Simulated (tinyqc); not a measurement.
# Electron density from the centroid

Problem. In the Fang-Howard model the centroid is 3/b with b^3 = 6 (mz1/C) q (Nd + 11 Ns/32)/(eps0 eps_r), C = hbar^2/(2 m0), the field in eV/nm. Find b and Ns.

Parameters, values chosen for the exercise; masses and permittivity close to those of germanium (100):

| symbol | value | unit | meaning |
|---|---|---|---|
| eps_r | 15.8 |  | relative permittivity |
| mz1 | 0.118 | m0 | mass along z of valley set A (4 valley(s)) |
| Nd | 6.4e11 | cm^-2 | sheet density of depletion charge |

Constants: q = 1.602176634e-19 C, hbar = 1.054571817e-34 J s, m0 = 9.1093837015e-31 kg, eps0 = 8.8541878128e-14 F/cm where lengths are in cm, hbar^2/(2 m0) = 0.0380998212 eV nm^2. Results are converted to the units shown.

centroid = 3.6872877 nm

Answer. b = 3/centroid gives Nd + 11 Ns/32, from which the depletion charge is taken off.

b = 0.814 1/nm
Ns = 5.50e12 cm^-2

tinyqc, about 0.5 s, one thread, Intel Xeon 2.30GHz (shared host): `OMP_NUM_THREADS=1 python tinyqc.py 2160083 2160084 out.jsonl`
